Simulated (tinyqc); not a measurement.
Oxidation of curved silicon (wires and holes): cylindrical Deal-Grove kinetics with stress-retarded reaction: one step, computed by the program tinyqc.

Silicon fills r > a and oxide b < r < a. One volume of silicon gives 2.25 volumes of oxide, and the length is fixed.

Question. Planar constants and viscosity. B = B0 exp(-E_B/(k_B T)), B/A = (B/A)0 exp(-E_A/(k_B T)), eta = eta0 exp(E_eta/(k_B T)); 1 um = 1000 nm. Temperatures in kelvin are T(C) + 273.15.

Inputs (values chosen for the exercise, close to those used for silicon in steam): prefactor B0 = 421 um^2/h; activation energy E_B = 0.781 eV; prefactor (B/A)0 = 1.14e+08 um/h; activation energy E_A = 2.04 eV; viscosity prefactor eta0 = 6.5e-09 Pa s; viscosity energy E_eta = 5.55 eV; temperature T = 750 C.

Shape: hole (concave).

Constants: k_B = 8.617333262e-05 eV/K.

Give: B; B/A; low-stress viscosity eta; k_B T.

Answer.

B = 59879 nm^2/h

B/A = 10.195 nm/h

low-stress viscosity eta = 1.4152e+19 Pa s

k_B T = 0.088168 eV
